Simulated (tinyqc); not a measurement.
Inside a calculation: interband optics of a two-band s-p chain from momentum matrix elements. Values are carried at full precision from step to step, so a last printed digit may differ when a step is redone from the rounded ones.

H(k) = [[Es - 2 ts cos ka, 2i V sin ka], [-2i V sin ka, Ep_ + 2 tp cos ka]] in the basis s, p; the lower band is full, with two electrons a cell. The velocity operator times hbar is W = dH/dk (eV angstrom); intra-atomic dipoles are left out.

Constants: hbar^2/2m0 = 3.80998211 eV angstrom^2; e^2/(4 pi eps0) = 14.39964547 eV angstrom.

Values chosen for the exercise:
```
symbol  value  unit        meaning
a       3.34   angstrom    period
Es      3.6    eV          upper orbital (s)
Ep_     -2.46  eV          lower orbital (p)
ts      0.51   eV          s-s hopping
tp      0.25   eV          p-p hopping
V       1.52   eV          s-p hopping
k       0.31   2 pi/a      wave vector
N       10                 k points
Ar      6      angstrom^2  cross-section per chain
eta     0.2    eV          Lorentzian half width
E       6.84   eV          photon energy
```

## Hamiltonian and velocity at one k

Form H and W = dH/dk.

H (eV), rows s, p and columns alike:
```
[[3.9755, 2.8265i],
 [-2.8265i, -2.6441]]
```

W (eV angstrom), rows s, p and columns alike:
```
[[3.1676, -3.7378i],
 [3.7378i, -1.5527]]
```

## Matrix element between the bands

Diagonalise H, transform W, and form w = |W_cv|^2, the Kane-type energy w/c and the oscillator strength f = w/(c D), c = hbar^2/2m0, D = Ec - Ev.

Ev, Ec (eV): [-3.6867, 5.0182]

weights, rows s, p; columns v, c:
```
[[0.1198, 0.8802],
 [0.8802, 0.1198]]
```

slopes dEv/dk, dEc/dk (eV angstrom): [1.440, 0.175]

w = 19.141 eV^2 angstrom^2
w/c = 5.024 eV
f = 0.577

## Transitions on the mesh

At each k_j = (j + 1/2)/N (2 pi/a) up to the zone edge give D = Ec - Ev, w = |<c|W|v>|^2 and f = w/(c D), c = hbar^2/2m0; the other half of the zone repeats the values.

Transitions:
```
k (2 pi/a)  D (eV)  w (eV^2 angstrom^2)      f
0.0500      4.9822               74.786  3.940
0.1500      7.1336                8.447  0.311
0.2500      8.5843                3.232  0.099
0.3500      8.5173               36.703  1.131
0.4500      7.7372               91.357  3.099
```

D runs from 4.982 to 8.584 eV on the mesh; f is largest at k = 0.0500.

## Dielectric function from the table

With w(k) = |<c|W|v>|^2 and D(k) = Ec - Ev, on the mesh k_j = (j + 1/2)/N (2 pi/a): eps(E) = 1 + (8 pi e2/(a Ar)) mean_j (w/D^2) [1/(D - E - i eta) + 1/(D + E + i eta)], e2 = e^2/(4 pi eps0); light polarised along the chains, no local fields.

Take the mean over the rows. Also eps(0) at eta = 0, and the effective electrons per cell n_eff = 2 mean(f).

eps(E) = 5.091+2.994i
eps(0) = 7.427
n_eff = 3.432

On a mesh of 2000 points the values are 2.974+3.468i, 7.695 and 3.467. n_eff need not equal the 2 electrons of the cell: a two-orbital basis with chosen hoppings does not obey the sum rule of free electrons. E lies within, or within 2 eta of, the range of transitions of the band (4.54 to 8.73 eV); their spacing on this mesh (up to 2.15 eV) exceeds eta, so eps(E) depends on where the few mesh points fall.

## Checks

- Curvature of the lower band against <v|d2H/dk2|v> - 2 w/D (eV angstrom^2): both 17.38.
- Zone mean of 2 w/D against the zone mean of <v|d2H/dk2|v>, the f-sum rule of a full band (eV angstrom^2): both 13.208.

(tinyqc, `OMP_NUM_THREADS=1 python tinyqc.py 1651197 1651198 out.jsonl`, Intel(R) Xeon(R) Processor @ 2.30GHz, 1 thread, shared host, about 0.01 s.)
